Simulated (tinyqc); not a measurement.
Growth mode over temperature: epitaxial growth on a vicinal surface: Burton-Cabrera-Frank step flow, step-edge barrier and island nucleation. Computed by tinyqc, a small Python program. Command: `OMP_NUM_THREADS=1 python tinyqc.py 3028532 3028533 out.jsonl stepflow walk`. One thread of a shared host (Intel(R) Xeon(R) Processor @ 2.30GHz), about 0.01 s of CPU time with the checks.

Adatoms land at rate F, hop on a square grid (a simplification for hexagonal faces), desorb, or join steps. Lengths are in units of a and n is the adatom coverage. Steps ascend at x = 0 and descend at x = l.

Inputs (values chosen for the exercise, close to those used for GaAs(001)):
```
quantity,value,unit
site spacing a,4,angstrom
step height h,2.83,angstrom
diffusion barrier E_d,1.27,eV
desorption energy E_a,2.56,eV
adatom formation energy E_f,0.951,eV
step-edge barrier E_s,0.25,eV
attempt frequency nu,5,THz
deposition rate F,0.19,layers/s
miscut angle,0.1,degrees
temperature T,670,C
critical nucleus size i,3,-
binding energy of the critical nucleus E_i,0.69,eV
```

Constants: k_B = 8.617333262e-05 eV/K.

Method:
- D = nu exp(-E_d/(k_B T)) (a^2/s, nu counted per direction); tau = exp(E_a/(k_B T))/nu; x_s = sqrt(D tau); n_eq = exp(-E_f/(k_B T)); terrace width l = h/(a tan(miscut)); Schwoebel length l_s = exp(E_s/(k_B T)) - 1.
- D n'' - n/tau + F = 0 with n(0) = n_eq and -l_s n'(l) = n(l) - n_eq. With u = n - F tau, A = n_eq - F tau, y = l/x_s, s = l_s/x_s: u = A cosh(x/x_s) + B sinh(x/x_s), B = A (1 - cosh y - s sinh y)/(sinh y + s cosh y). Flux into the ascending step J+ = D B/x_s, over the descending one J- = -(D/x_s)(A sinh y + B cosh y); step velocity J+ + J-; growth rate (J+ + J-)/l. For small y: J+ + J- = (F - n_eq/tau) l, J-/J+ = l/(l + 2 l_s).
- Island density on a flat surface without desorption: N = 0.25 (F/D)^(i/(i+2)) exp(E_i/((i+2) k_B T)) per site, with E_i = 0 for i = 1; spacing l_n = N^(-1/2). Step flow needs an effective width l_eff = 2 x(peak) below l_n.
- Temperatures in kelvin are T(C) + 273.15.
- x(peak) solves tanh(x/x_s) = -B/A. Rows where evaporation outweighs deposition are left out.

Scales:
```
T (C),x_s (a),l_s (a),incorporated share,l_n (a),l_eff/l_n
470,23668,48.592,0.99997,18.85,23.804
520,12543,37.773,0.99989,29.36,14.984
570,7168,30.213,0.99968,43.38,9.992
620,4361,24.744,0.99916,61.36,6.987
670,2796,20.672,0.99799,83.66,5.081
720,1875,17.562,0.99560,110.55,3.819
770,1307,15.137,0.99092,142.24,2.953
820,941,13.210,0.98172,178.83,2.338
870,698,11.652,0.96207,220.39,1.891
```

What follows from these numbers?

The ratio stays above 1: islands in every row. Incorporation goes from 100.0 % to 96.2 %.

Extremes, crossings and ranges named in words are read from the listed rows.
